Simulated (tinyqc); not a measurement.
# Octagonal on-chip spiral inductor, lumped pi model: what changes with what

Outer diameter do = di + 2 n wd + 2 (n - 1) sp, mean da = (do + di)/2, fill p = (do - di)/(do + di), length l = 3.314 n da. L = 2.25 mu0 n^2 da/(1 + 3.55 p), mu0 = 4 pi 1e-7 H/m. Rs = rho l/(wd delta (1 - exp(-th/delta))), delta = sqrt(rho/(pi f mu0)). Cs = n wd^2 eps0 eo/hu across the coil. At each end Cox = l wd eps0 eo/(2 ho) leads to the substrate branch Rsi = 2 rs he/(l wd) in parallel with Csi = l wd eps0 11.7/(2 he). With one end grounded Y = 1/(Rs + i w L) + i w Cs + 1/[1/(i w Cox) + 1/(1/Rsi + i w Csi)], w = 2 pi f; Q = -Im Y/Re Y. Eddy currents in neighbouring turns and in the substrate are left out.

Inputs (values chosen for the exercise); values of the order met in silicon radio-frequency processes:

| symbol | value | unit | meaning |
|---|---|---|---|
| n | 2.5 |  | number of turns |
| wd | 8 | um | line width |
| sp | 2 | um | space between turns |
| di | 60 | um | inner diameter |
| th | 4 | um | metal thickness |
| rho | 2.2 | uohm cm | metal resistivity |
| ho | 7 | um | oxide below the coil |
| hu | 0.8 | um | oxide between coil and underpass |
| eo | 4.1 |  | relative permittivity of the oxide |
| rs | 10 | ohm cm | substrate resistivity |
| he | 80 | um | effective spreading depth in the substrate |
| f | 1.8 | GHz | frequency |

Constants: eps0 = 8.8541878128e-12 F/m. Results are converted to the units shown.

Each table varies one quantity; the others keep the values above.

## Quality factor against frequency

Apparent inductance Im(1/Y)/w; share of the loss Re(substrate branch)/Re Y.

Quality factor against frequency:
```
f (GHz)  Rs (ohm)  w L/Rs      Q  apparent inductance (nH)  loss in the substrate (%)
0.97       0.9722   4.635  4.630                    0.7397                    0.04367
1.6         1.148   6.475  6.451                    0.7403                     0.2312
2.6         1.382   8.743  8.628                    0.7416                     0.9743
4.2         1.694   11.52  11.07                    0.7444                      3.147
6.9         2.129   15.06  13.59                    0.7512                      8.180
11          2.667   19.16  15.34                    0.7680                      16.71
18          3.401   24.59  15.38                    0.8184                      30.58
30          4.388   31.76  11.81                     1.005                      49.12
49          5.608   40.59  3.859                     2.408                      66.97
```

What does the table show?

Q goes from 4.63 through a maximum of 15.4 (at f = 18 GHz among the rows listed) to 3.86; the exact peak is 15.7 at 14.4 GHz and Q reaches zero at the self-resonance, 58.1 GHz. The share of the substrate rises from 0.0437 to 67.0 %, and the apparent inductance ends at 3.26 times L. At the peak the substrate takes 23.6 % of the loss. For f = 49 the coil is longer than 0.15 of a wavelength in the oxide, where one lumped section is rough.

## Effect of the substrate resistivity

Same model as above.

Peak Q and its frequency from a search over f; self-resonance where Im Y = 0; Q at the given f (negative beyond resonance).

The same in every row: L (nH) = 0.7394; do (um) = 106.0.

Effect of the substrate resistivity:
```
rs (ohm cm)  peak Q  f of the peak (GHz)  self-resonance (GHz)  Q at f
0.1           17.84                14.13                 40.06   6.965
1             14.61                9.276                 51.04   6.962
3             13.50                8.567                 57.20   6.956
10            15.69                14.35                 58.10   6.944
30            19.42                20.18                 58.19   6.948
100           22.03                23.85                 58.19   6.964
1000          23.48                25.80                 58.20   6.972
10000         23.64                26.01                 58.20   6.973
```

What does the comparison show?

As rs goes from 0.1 to 10000, L stays at 0.739 nH, the peak Q goes from 17.8 through a minimum of 13.5 (at rs = 3 among the rows listed) to 23.6, its frequency goes from 14.1 through a minimum of 8.57 (at rs = 3 among the rows listed) to 26.0 GHz and the self-resonance rises from 40.1 to 58.2 GHz. In this model both a very low and a very high resistivity dissipate little: the first shorts the branch to a pure Cox, the second blocks the current. For rs = 0.1, 1 eddy currents in the substrate, left out, would lower Q markedly.

Numbers from tinyqc (`OMP_NUM_THREADS=1 python tinyqc.py 2302029 2302030 out.jsonl`; about 0.01 s on one thread of a shared Intel Xeon 2.30GHz).
